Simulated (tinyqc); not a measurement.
Hubbard ring of 4 sites, step by step. One step of it, computed by the program tinyqc.

Task: Mean-field iteration 3. H(up) = T + U n(down), H(down) = T + U n(up); fill the lowest levels; n(new) = n + mixing (n(out) - n); E = tr T (rho up + rho down) + U sum n_up n_down of the output.

one-body matrix (hopping and site energies) (eV), order 1, 2, 3, 4:
$$\begin{pmatrix}
0.780000 & -0.560000 & 0.000000 & -0.560000 \\
-0.560000 & 0.850000 & -0.560000 & 0.000000 \\
0.000000 & -0.560000 & 0.650000 & -0.560000 \\
-0.560000 & 0.000000 & -0.560000 & 0.090000
\end{pmatrix}$$

U = 9.000000 eV

electrons, up and down: [1, 1]

mixing = 1

n(up) after iteration 2: 1 0.243723, 2 0.409850, 3 0.341521, 4 0.004906

n(down) after iteration 2: 1 0.047092, 2 0.039479, 3 0.009095, 4 0.904335

Give: levels, up; levels, down; energy; n(up) after iteration 3; n(down) after iteration 3.

Result:

levels, up (eV): [0.1961, 0.9866, 1.8718, 8.3155]

levels, down (eV): [-0.0600, 2.8895, 3.5592, 4.9813]

energy = -0.1330 eV

n(up) after iteration 3: 1 0.1402, 2 0.3582, 3 0.4959, 4 0.0057

n(down) after iteration 3: 1 0.0348, 2 0.0017, 3 0.0224, 4 0.9411
